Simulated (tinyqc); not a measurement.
## Slope factor and drain-induced lowering from three currents

Problem. With source and body at 0 V, I = A exp((Vg + dd Vd)/(nf Vt)) (1 - exp(-Vd/Vt)). Find nf, the swing nf Vt ln 10 and dd.

Values chosen for this exercise: temperature T = 300 K.

Constants: q = 1.602176634e-19 C, kB = 1.380649e-23 J/K, Vt = kB T/q. Results are converted to the units shown.

currents at (Vg, Vd) = (0, 0.05), (0, 0.7) and (0.07, 0.7) V (nA/um): 7.6641804e-5  9.3367467e-4  0.0092632180

Solution. The pair at equal Vd gives nf; the pair at equal Vg, after dividing out the factors 1 - exp(-Vd/Vt), gives dd.

nf = 1.18
swing = 70.2 mV/decade
dd = 0.110

Numbers from tinyqc (`OMP_NUM_THREADS=1 python tinyqc.py 2242158 2242159 out.jsonl`; about 0.04 s on one thread of a shared Intel Xeon 2.30GHz).
